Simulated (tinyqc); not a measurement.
Inside a calculation: exchange-split free-electron bands and tunnelling magnetoresistance. Values are carried at full precision from step to step, so a last printed digit may differ when a step is redone from the rounded ones.

Majority and minority bands E = c k^2/m -/+ Dx/2, c = hbar^2/2m0, so k_up = sqrt(m (EF + Dx/2)/c), k_dn = sqrt(m (EF - Dx/2)/c); n_s = k_s^3/(6 pi^2), D_s = m k_s/(4 pi^2 c).

Constants: hbar^2/2m0 = 3.80998211 eV angstrom^2.

Values chosen for the exercise: EF = 3.09 eV (Fermi energy above the mean band bottom); Dx = 2.79 eV (exchange splitting); m = 1.11 m0 (mass in the electrodes); mb = 0.83 m0 (mass in the barrier); phi = 1.55 eV (barrier height above EF); d = 7 angstrom (barrier thickness).

## The two Fermi spheres

Give k_s, n_s, D_s, the moment per electron (n_up - n_dn)/n and three polarisations: of D, of D v and of D v^2 (v proportional to k).

k_up, k_dn (1/angstrom): [1.1431, 0.7027]

n_up, n_dn (1/angstrom^3): [0.02522, 0.00586]

D_up, D_dn (1/(eV angstrom^3)): [0.00844, 0.00519]

moment per electron = 0.6229 muB

polarisations: D 0.2386, D v 0.4515, D v^2 0.6229

The three numbers differ although they describe one band structure: each probe (density of states, ballistic current, diffusive current) weights the velocity differently.

## Transmissions

Barrier: kappa = sqrt(mb phi/c), c = hbar^2/2m0. With a = k1/m, b = k2/m, w = kappa/mb, the transmission at normal incidence is T(k1, k2) = 4 a b w^2/[w^2 (a + b)^2 + (w^2 + a^2)(w^2 + b^2) sinh^2(kappa d)]. Parallel: G_P = T(up, up) + T(dn, dn); antiparallel: G_AP = 2 T(up, dn); TMR = (G_P - G_AP)/G_AP. Julliere: TMR = 2 P^2/(1 - P^2). Slonczewski factor: P_eff = P_k (w^2 - a_up a_dn)/(w^2 + a_up a_dn), P_k = (k_up - k_dn)/(k_up + k_dn).

Evaluate kappa and the three T.

kappa = 0.5811 1/angstrom
kappa d = 4.068

T: up-up 0.001013, dn-dn 0.001160, up-dn 0.001084

The minority channel transmits more, by a factor 1.14; the common factor exp(-2 kappa d) is 0.000293.

## Magnetoresistance

From the T, and from the Julliere formula with P_k and with P_eff.

TMR from T = 0.23 %
P_k = 0.2386
P_eff = -0.0338
Julliere with P_k = 12.07 %
Julliere with P_eff = 0.23 %

The interface factor is -0.142: it reverses the sign of the tunnelling polarisation. The plain Julliere value lies 11.8 points above the result and the one with P_eff 0.01 points from it. Symmetry filtering in crystalline barriers, which gives far larger values, is outside this model.

## Checks

- TMR of a thick barrier against the Julliere formula with P_eff: both 0.002287.

tinyqc: `OMP_NUM_THREADS=1 python tinyqc.py 1680512 1680513 out.jsonl`; about 0.01 s, one thread, shared Intel(R) Xeon(R) Processor @ 2.30GHz.
